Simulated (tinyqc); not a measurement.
Magnetisation curve: two coupled magnetic layers: synthetic antiferromagnet, spin flop, exchange bias and magnetoresistance. Computed by tinyqc, a small Python program. Command: `OMP_NUM_THREADS=1 python tinyqc.py 3010325 3010326 out.jsonl saf walk`. One thread of a shared host (Intel(R) Xeon(R) Processor @ 2.30GHz), about 0.2 s of CPU time with the checks.

Moments lie in the plane at the angles p1, p2 from the field. Energy per area: E = J1 cos(p1 - p2) + J2 cos^2(p1 - p2) - B M_s (t1 cos p1 + t2 cos p2) + K (t1 sin^2 p1 + t2 sin^2 p2).

Inputs (values chosen for the exercise, for a model stack):
```
quantity                         value    unit
saturation magnetisation M_s      1060    kA/m
thickness t1                       3.2      nm
thickness t2                       3.2      nm
antiferromagnetic coupling J1      1.4  mJ/m^2
biquadratic coupling J2           0.01  mJ/m^2
in-plane anisotropy K              2.6  kJ/m^3
field over the saturation field   0.18       -
```

Field direction: along the easy axis.

Method. The parallel state is stable while the Hessian at p1 = p2 = 0 is positive: with c = J1 + 2 J2 and u = B M_s + 2K, (u t1 - c)(u t2 - c) > c^2, so B_sat M_s = c (1/t1 + 1/t2) - 2K. B_K = 2K/M_s. The lowest minimum of E over both angles (from five starts; of two mirror images the one with p1 >= 0, and for equal layers |p1| <= |p2|).

saturation field B_sat = 832.358 mT

Equilibrium states:
```
B/B_sat  B (mT)  p1 (degrees)  p2 (degrees)  m/m_sat
0.02      16.65         0.000       -180.00   0.0000
0.06      49.94         0.000       -180.00   0.0000
0.12      99.88        82.909        -82.91   0.1234
0.20     166.47        78.137        -78.14   0.2056
0.30     249.71        72.067        -72.07   0.3079
0.45     374.56        62.595        -62.59   0.4603
0.60     499.42        52.349        -52.35   0.6109
0.80     665.89        36.104        -36.10   0.8079
0.95     790.74        17.730        -17.73   0.9525
1.10     915.59         0.000          0.00   1.0000
```

The collinear state is the lowest in 2 row(s), with m/m_sat = (t1 - t2)/(t1 + t2) = 0.000; then the moments are canted and close at B_sat. The largest gap between m/m_sat and B/B_sat in the canted rows is 0.011: J2 bends the curve.

Extremes, crossings and ranges named in words are read from the listed rows.
